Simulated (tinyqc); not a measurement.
The mobility curve: inversion-layer mobility, back-scattering and ballistic limit of a field-effect transistor. Computed by tinyqc, a small Python program. Command: `OMP_NUM_THREADS=1 python tinyqc.py 3029471 3029472 out.jsonl mos walk`. One thread of a shared host (Intel(R) Xeon(R) Processor @ 2.30GHz), about 0.01 s of CPU time with the checks.

The charge at the top of the source barrier is fixed by the gate; series resistance and short-channel effects are left out. F_j are Fermi integrals normalised to exp(eta) in the classical limit.

Inputs (values chosen for the exercise, modelled on a silicon n-channel):
```
quantity,value,unit
weight w of the inversion charge,0.5,-
permittivity eps,11.7,-
"phonon mobility at 1 MV/cm and 300 K, mu_ph",350,cm^2/(V s)
"roughness mobility at 1 MV/cm, mu_sr",1300,cm^2/(V s)
"Coulomb mobility at N_inv = 1e12/cm^2, mu_C",950,cm^2/(V s)
electrical oxide thickness t_inv,1.1,nm
depletion charge N_dep,3.5e+12,1/cm^2
temperature T,400,K
```

Statistics at the top of the barrier: Fermi-Dirac.

Constants: eps_0 = 8.8541878128e-12 F/m; e = 1.602176634e-19 C.

Method. N_inv = 3.9 eps_0 (V_G - V_T)/(e t_inv); effective field E_eff = e (N_dep + w N_inv)/(eps eps_0). mu_phonon = mu_ph (E_eff/1 MV/cm)^(-0.3) (T/300 K)^(-1.75); mu_rough = mu_sr (E_eff/1 MV/cm)^(-2); mu_Coulomb = mu_C (N_inv/1e12 cm^-2) (T/300 K); Matthiessen's rule adds 1/mu.

Mobilities (cm^2/(V s)):
```
V_G - V_T (V),N_inv (1/cm^2),E_eff (MV/cm),phonon,roughness,Coulomb,total
0.03,5.8780e+11,0.5868,248.25,3775.9,745,177.43
0.06,1.1756e+12,0.6322,242.75,3252.5,1489,196.14
0.12,2.3512e+12,0.7231,233.16,2486.1,2978,198.93
0.20,3.9187e+12,0.8443,222.57,1823.5,4964,190.74
0.35,6.8577e+12,1.0716,207.21,1132.1,8686,171.69
0.50,9.7967e+12,1.2989,195.59,770.6,12409,154.06
0.75,1.4695e+13,1.6777,181.14,461.9,18614,129.21
1.00,1.9593e+13,2.0565,170.41,307.4,24818,109.15
1.50,2.9390e+13,2.8140,155.11,164.2,37227,79.58
```

The lowest part is phonon from 0.0300 to 1.50 V. The total peaks at 199 near E_eff = 0.72 MV/cm: screening lifts it at low density and the field presses it down at high density.

Extremes, crossings and ranges named in words are read from the listed rows.
